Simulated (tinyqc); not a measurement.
Inside a calculation. Model: on-chip interconnect, size-dependent resistivity and RC delay.

Numbers from tinyqc (`OMP_NUM_THREADS=1 python tinyqc.py 2100161 2100162 out.jsonl`; about 0.01 s on one thread of a shared Intel Xeon 2.30GHz). Printed values are rounded.

A rectangular line between two neighbours and two ground planes. Surface and grain-boundary scattering are added to the bulk resistivity as corrections; capacitances are parallel-plate values without fringing; inductance is ignored.

Values chosen for this exercise; metal values close to those of tungsten: bulk resistivity rho0 = 5.19 uohm cm; bulk mean free path lam = 15.4 nm; specular share of surface scattering ps = 0; reflection coefficient of grain boundaries Rg = 0.26; grain size over the metal width gr = 1; drawn line width wd = 10 nm; aspect ratio, height over width AR = 2; liner on both walls and the bottom, not conducting tl = 1.2 nm; space to the neighbouring lines sp = 10 nm; dielectric height to the planes above and below hd = 12 nm; relative permittivity of the dielectric ek = 4.2; Miller factor of the neighbours Mf = 2; line length Lw = 180 um; driver resistance Rd = 780 ohm; load capacitance Cl = 1.2 fF; time step dt = 1500 ps.

Constants: eps0 = 8.8541878128e-12 F/m. Results are converted to the units shown.

Range of the model: The metal width is under the mean free path, where the thick-limit surface term and the simple sum of corrections lose accuracy.

## Resistivity, resistance and capacitance per length

Metal width x = wd - 2 tl, height y = AR wd - tl; grain boundaries (Mayadas-Shatzkes): al = (lam/(gr x)) Rg/(1 - Rg), g = 1/[1 - 3 al/2 + 3 al^2 - 3 al^3 ln(1 + 1/al)] - 1; surfaces (Fuchs-Sondheimer, thick limit): s = (3/8) lam (1 - ps)(1/x + 1/y); rho = rho0 (1 + g + s); r = rho/(x y); c = eps0 ek (2 wd/hd + 2 Mf AR wd/sp).

x = 7.6 nm
y = 18.8 nm
al = 0.711949
g = 0.988713
s = 1.06705
rho = 15.8594 uohm cm
r = 1109.98 ohm/um
c = 0.359480 fF/um

rho is 3.06 times the bulk value; surfaces add more (1.07 against 0.989). The liner takes 28.6 % of the cross-section.

## Ladder and Elmore delays

4 equal pi sections: series Rs = r Lw/4; node capacitances c Lw/4, halved at nodes 0 and 4, with Cl added to node 4; Rd feeds node 0. Elmore delay of node k: the sum, over the resistors on the path to k, of resistance times all capacitance downstream of it.

Rs = 49949.1 ohm

```
node   C (fF)  Elmore delay (ps)
0     8.08830            51.4070
1     16.1766            2939.37
2     16.1766            5019.33
3     16.1766            6291.28
4     9.28830            6755.22
```

The far-end value equals Rd (c Lw + Cl) + r Lw (c Lw/2 + Cl) for any number of pi sections; the line resistance contributes 99.2 % of it.

## Step 1: node voltages after a time step

v at t = 0, node 0 to 4 (V): [0, 0, 0, 0, 0]

A 1 V step is applied behind Rd at t = 0. C dv/dt = -G v + b, with G the conductance matrix of the ladder (1/Rs between neighbours, 1/Rd added at node 0) and b = (1 V/Rd, 0, ...). Trapezoidal step: (C/dt + G/2) v(new) = (C/dt - G/2) v + b.

v at t = 1 dt, node 0 to 4 (V): [1.96415, 0.72668, 0.27209, 0.11063, 0.06835]

Node 0 overshoots the 1 V source: the trapezoidal rule rings on modes much faster than dt.

## Step 2: node voltages after a time step

As before.

v at t = 2 dt, node 0 to 4 (V): [0.042832, 0.692714, 0.523121, 0.330848, 0.256647]

## Course in time

A 1 V step is applied behind Rd at t = 0. C dv/dt = -G v + b, with G the conductance matrix of the ladder (1/Rs between neighbours, 1/Rd added at node 0) and b = (1 V/Rd, 0, ...). Trapezoidal step: (C/dt + G/2) v(new) = (C/dt - G/2) v + b. The last column solves the same ladder exactly by its modes.

Voltages (V):
```
t (ps)   node 0  node 2  node 4  node 4, exact
1500      1.964  0.2721  0.0683         0.0814
3000      0.043  0.5231  0.2566         0.2729
4500      1.934  0.5955  0.4489         0.4422
6000      0.076  0.7119  0.5760         0.5740
7500      1.904  0.7707  0.6774         0.6749
9000      0.107  0.8302  0.7548         0.7519
1.050e4   1.876  0.8682  0.8126         0.8107
1.200e4   0.137  0.9008  0.8577         0.8556
1.350e4   1.847  0.9239  0.8913         0.8898
1.500e4   0.165  0.9423  0.9174         0.9159
1.650e4   1.820  0.9559  0.9369         0.9358
1.800e4   0.193  0.9664  0.9520         0.9510
```

The far end of the ladder reaches 0.5 V at 5110 ps, 0.756 of its Elmore delay (ln 2 = 0.693 for a single pole); the slowest mode has a time constant of 5547 ps. The largest error of the trapezoidal steps at that node is 16 mV. Node 0 swings up and down from step to step: the trapezoidal rule does not damp modes much faster than dt, so these swings are numerical.
